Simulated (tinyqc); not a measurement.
Mobility of a non-polar semiconductor in the relaxation-time approximation: one step, computed by the program tinyqc.

Each valley is treated as a sphere of mass m_d for states and rates, with one isotropic relaxation time; the conductivity mass m_c sets the current.

Task: Masses. m_d = (m_l m_t^2)^(1/3); 1/m_c = (1/m_l + 2/m_t)/3; Hall mass factor A = 3 K_m (K_m + 2)/(2 K_m + 1)^2, K_m = m_l/m_t; N_I = n (1 + C)/(1 - C).

Inputs (values chosen for the exercise, for a model non-polar semiconductor): longitudinal mass m_l = 2.3 m_0; transverse mass m_t = 0.44 m_0; carrier density n = 2.8e+16 1/cm^3; compensation ratio C = 0.

Band: parabolic. Impurity formula: Brooks-Herring. Further scattering: alloy.

Give: density-of-states mass m_d; conductivity mass m_c; Hall mass factor A; ionised impurity density N_I.

Result:

density-of-states mass m_d = 0.76362 m_0

conductivity mass m_c = 0.60238 m_0

Hall mass factor A = 0.86380

ionised impurity density N_I = 2.80e+16 1/cm^3
